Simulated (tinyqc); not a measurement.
Graded p-n junction, non-linear Poisson equation by Newton steps: one step of the calculation.

One dimension, p side on the left, n side on the right; net doping C = (Nd - Na)/2 + ((Nd + Na)/2) tanh(x/Lg). The potential psi is counted from the intrinsic level, and the quasi-Fermi potentials are flat: 0 for holes and -V for electrons, so n = ni exp((psi + V)/Vt) and p = ni exp(-psi/Vt) (Boltzmann statistics, full ionisation, no current).

Question. Converged densities, field and charge. n and p as above; field E_i = -(psi_(i+1) - psi_i)/h_i on each interval; charge on either side of the peak Q = eps0 eps_r |E|max (Gauss).

Parameters, values chosen for the exercise; band and dielectric values close to those of 4H silicon carbide:
- T = 300 K (temperature)
- eps_r = 9.77 (relative permittivity)
- V = 0.38 V (bias of the p side against the n side)

Constants: q = 1.602176634e-19 C, kB = 1.380649e-23 J/K, Vt = kB T/q, eps0 = 8.8541878128e-14 F/cm where lengths are in cm. Results are converted to the units shown.

```
node  x (nm)  converged psi (V)  net doping C (cm^-3)
0     -11900         -1.3882161         -9.9999991e14
1      -8510         -1.3882156         -9.9998289e14
2      -5810         -1.3881849         -9.9891083e14
3      -3650         -1.3870470         -9.6988596e14
4      -1930         -1.2989898         -5.9466583e14
5       -550          1.0019420          1.4919945e15
6        550          1.0487246          4.8080055e15
7       1830          1.0578812          6.8310628e15
8       3320          1.0594281          7.2500867e15
9       5050          1.0595941          7.2964944e15
10      7060          1.0596060          7.2998408e15
11      9390          1.0596066          7.2999956e15
```

ni = 4.7752542e-9 cm^-3

Give: n; p; field E; peak |E|; charge Q.

Answer.

```
node  n (cm^-3)  p (cm^-3)
0     5.517e-26   1.000e15
1     5.517e-26   1.000e15
2     5.524e-26   9.988e14
3     5.772e-26   9.558e14
4     1.740e-24   3.170e13
5      7.845e14  7.033e-26
6      4.792e15  1.151e-26
7      6.829e15  8.079e-27
8      7.250e15  7.610e-27
9      7.296e15  7.561e-27
10     7.300e15  7.558e-27
11     7.300e15  7.558e-27
```

field E, interval 0 to 10 (kV/cm): 0.00  0.00  -0.01  -0.51  -16.67  -0.43  -0.07  -0.01  0.00  0.00  0.00
peak |E| = 16.67 kV/cm
charge Q = 14.42 nC/cm^2

Computed by the program tinyqc: `OMP_NUM_THREADS=1 python tinyqc.py 2000024 2000025 out.jsonl`, one thread of a shared Intel Xeon 2.30GHz, about 0.06 s for the whole run.
